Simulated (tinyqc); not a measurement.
Stacked nanosheet transistor, parasitic resistance, capacitance and delay: two steps of the calculation.

Ns sheets share one contact on top; each has perimeter p = 2 (Ws + ts) and cross-section A = Ws ts; contact width Wc = Ws + 10 nm, stack height Hs = Ns pv. Sheet 1 is the top one. Contact length Lc = CPP - Lg - 2 Lsp, shared by two neighbouring gates. Source and drain sides are equal. The formulas are first-order estimates, not field solutions.

Inputs (values chosen for the exercise); values close to those of silicon logic devices:
```
symbol,value,unit,meaning
T,300,K,temperature
Ns,2,,number of sheets
Ws,15,nm,sheet width
ts,4,nm,sheet thickness
rv,187,ohm,vertical resistance between sheet levels
CPP,45,nm,contacted gate pitch
Lg,16,nm,gate length
Lsp,4,nm,spacer length
rc,3.3e-9,ohm cm^2,contact resistivity
re,0.00036,ohm cm,resistivity of the source-drain epitaxy
te,30,nm,current-carrying depth of the epitaxy
rx,0.00095,ohm cm,resistivity of the extension
Cinv,3.3,uF/cm^2,inversion capacitance
vx,1.4e7,cm/s,injection velocity
mu,330,cm^2/(V s),apparent mobility
VT,0.3,V,threshold at zero drain voltage
dl,0.08,V/V,barrier lowering
n,1.2,,subthreshold factor
Vdd,0.7,V,supply voltage
```

Constants: q = 1.602176634e-19 C, kB = 1.380649e-23 J/K, Vt = kB T/q. Results are converted to the units shown.

Task 1. Geometry and resistances. Epitaxy sheet resistance Rsh = re/te, transfer length LT = sqrt(rc/Rsh), contact Rc = [sqrt(rc Rsh)/Wc] coth(Lc/(2 LT)); extension of one sheet Rx = rx Lsp/A. Effective width N p; for equal currents and rv = 0 one side has Rc + Rx/N.

Wanted: Lc; effective width; Rsh; LT; Rc; Rx; one side times effective width.

Result 1.

Lc = 21.000 nm
effective width = 76.000 nm
Rsh = 120.00 ohm
LT = 52.440 nm
Rc = 1273.9 ohm
Rx = 633.33 ohm
one side times effective width = 120.88 ohm um

Task 2. Sheet currents at Vgs = Vdd, Vds = Vdd/2. One sheet: I = p Q vx u/(1 + |u|^1.8)^(1/1.8), Q = Cinv n Vt ln(1 + exp((Vg' - VT + dl Vd')/(n Vt))), u = Vd' mu/(vx Lg), Vg' = Vgs - v, Vd' = Vds - 2 v, with the drop on each side v_j = Rc sum I + rv (sum over levels k = 2..j of the current of sheets k..Ns) + Rx I_j. I(new) = I + 0.5 (I(out) - I).

I after iteration 1 (uA): sheet 1 36.522375, sheet 2 36.522375
Rc = 1273.8981 ohm
Rx = 633.33333 ohm

Find: drop v; I(out); I after iteration 2.

Result 2.

drop v (mV): sheet 1 116.2, sheet 2 123.0
I(out) (uA): sheet 1 43.19, sheet 2 40.53
I after iteration 2 (uA): sheet 1 39.86, sheet 2 38.53

Computed by the program tinyqc: `OMP_NUM_THREADS=1 python tinyqc.py 2170016 2170017 out.jsonl`, one thread of a shared Intel Xeon 2.30GHz, about 0.06 s for the whole run.
